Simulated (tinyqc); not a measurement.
# Tunnel rates from the two plateau currents

Question. With only the 0-1 transition of a spin-degenerate level in the bias window, I = 2 q G_in G_out/(2 G_in + G_out). Find GL and GR.

Constants: q = 1.602176634e-19 C. Results are converted to the units shown.

sizes of the plateau currents for electrons entering from the left and from the right (pA): 18.390201  15.106237

Solution. q/I(left) = 1/GR + 1/(2 GL) and q/I(right) = 1/GL + 1/(2 GR) are linear in 1/GL and 1/GR.

GL = 0.120 1/ns
GR = 0.220 1/ns

Computed by the program tinyqc: `OMP_NUM_THREADS=1 python tinyqc.py 2780103 2780104 out.jsonl`, one thread of a shared Intel Xeon 2.30GHz, about 0.01 s for the whole run.
